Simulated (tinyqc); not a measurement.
## Thickness of the second layer from the transmission

Problem. A two-layer stack carries the voltage V: F1 = V/(t1 + t2 eps1/eps2), F2 = F1 eps1/eps2; U = phi1 - F1 x in layer 1 and phi2 - F1 t1 - F2 (x - t1) in layer 2. T = exp(-S) at E = 0, C = hbar^2/(2 m0). Each layer adds (2/F) sqrt(m/C) [G(u at its left edge) - G(u at its right edge)] to S, with u = U - E (0 where negative) and G(u) = (2/3) u^1.5. Find t2, known to lie between 0.3 and 6 nm, and F1.

Values chosen for this exercise:
- phi1 = 3.24 eV (barrier of layer 1 above the emitter Fermi level at zero bias)
- m1 = 0.49 m0 (tunnelling mass of layer 1)
- t1 = 0.8 nm (thickness of layer 1)
- eps1 = 3.87 (relative permittivity of layer 1)
- phi2 = 1.53 eV (barrier of layer 2 at zero bias)
- m2 = 0.19 m0 (tunnelling mass of layer 2)
- eps2 = 22.9 (relative permittivity of layer 2)
- V = 1.4 V (voltage across the dielectric)

Constants: q = 1.602176634e-19 C, hbar = 1.054571817e-34 J s, m0 = 9.1093837015e-31 kg, hbar^2/(2 m0) = 0.0380998212 eV nm^2. Results are converted to the units shown.

T at E = 0 = 8.2793148e-9

Answer. Over that range S rises steadily with t2, so S = -ln T has one root, found by bisection.

t2 = 3.20 nm
F1 = 10.4 MV/cm

Program tinyqc, `OMP_NUM_THREADS=1 python tinyqc.py 2540069 2540070 out.jsonl`; Intel Xeon 2.30GHz, shared host, one thread, about 0.02 s.
